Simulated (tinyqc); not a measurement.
Anisotropic elasticity and sound waves of a cubic crystal: one step, computed by the program tinyqc.

Voigt order 1..6 = xx, yy, zz, yz, xz, xy, with engineering shear strains. The rotated frame has x' as named, z' along the wafer normal and y' = z' x x'.

Problem. Compliances and anisotropy. S11 = (C11 + C12)/D, S12 = -C12/D, D = (C11 - C12)(C11 + 2 C12), S44 = 1/C44. Zener ratio A = 2 C44/(C11 - C12); S0 = S11 - S12 - S44/2; H = 2 C44 + C12 - C11.

Inputs (values chosen for the exercise, modelled on germanium): C11 = 127.7 GPa; C12 = 47.63 GPa; C44 = 67.08 GPa.

Frame: (001) wafer, x' along [110].

Give: S11; S12; S44; Zener ratio A; S0; H.

Solution.

S11 = 9.8211 1/TPa

S12 = -2.6680 1/TPa

S44 = 14.908 1/TPa

Zener ratio A = 1.6755

S0 = 5.0353 1/TPa

H = 54.09 GPa
